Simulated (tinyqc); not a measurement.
What each parameter does: dielectric confinement in a thin film (image charges).

A film |z| < t/2 of dielectric constant eps between half-spaces of dielectric constant e2; lam = (eps - e2)/(eps + e2), q = e^2/(4 pi eps0). The self-energy of a band edge is taken with the high-frequency value, e2 = eh, and the field of a fixed ion with the static one, e2 = eo. A charge at z has images lam^|n| at n t + (-1)^n z. Its self-energy is S(z) = (q/2 eps) sum over n >= 1 of lam^n [1/(n t - 2z) + 1/(n t + 2z)] for odd n and 2 lam^n/(n t) for even n; at the centre S(0) = -(q/(eps t)) ln(1 - lam).

Donor at the centre, lam from the static eo, trial function cos(pi z/t) exp(-rho/l): E(l) = c/(m l^2) - (q/eps) times the integral over k of F(k t) (1 + (k l/2)^2)^(-3/2), with F(x) = F0 + 2 lam exp(-x) G/(1 - lam exp(-x)), F0 = 2[(1 - exp(-x/2))/x + x (1 + exp(-x/2))/(x^2 + 4 pi^2)], G = 2 sinh(x/2)[1/x - x/(x^2 + 4 pi^2)]; c = hbar^2/2m0. The binding energy is -E at the minimum, counted from the subband edge with its self-energy.

Constants: e^2/(4 pi eps0) = 14.39964547 eV angstrom; hbar^2/2m0 = 3.80998211 eV angstrom^2; Ry = 13.60569312 eV.

Values chosen for the exercise (near those of a Si (100) film, two-fold valleys, in vacuum; not measured data): t = 48 angstrom (film thickness); eps = 11.8 (dielectric constant of the film); eh = 1 (high-frequency dielectric constant outside); eo = 1 (static dielectric constant outside); m = 0.193 m0 (mass in the plane).

<S> is the mean over (2/t) cos^2(pi z/t).

Results for these values:
```
case  lam from eh  <S> (meV)  binding (meV)  l (angstrom)
base        0.844       52.0          126.0          25.6
```

What happens to each result for eh = 1.3, all else kept?

Answer: lam from eh falls from 0.844 to 0.802; <S> falls from 52.0 to 45.6; binding does not change at the printed digits; l does not change at the printed digits.

The same for each parameter in turn:
```
case             lam from eh  <S> (meV)  binding (meV)  l (angstrom)
base                   0.844       52.0          126.0          25.6
t = 42 angstrom        0.844       59.4          139.4          24.2
eps = 10.6             0.828       55.0          138.4          24.1
eo = 1.4               0.844       52.0          110.9          25.8
eh = 1.3               0.802       45.6          126.0          25.6
m = 0.232 m0           0.844       52.0          131.6          23.0
```

(tinyqc, `OMP_NUM_THREADS=1 python tinyqc.py 1250332 1250333 out.jsonl`, Intel(R) Xeon(R) Processor @ 2.30GHz, 1 thread, shared host, about 0.03 s.)
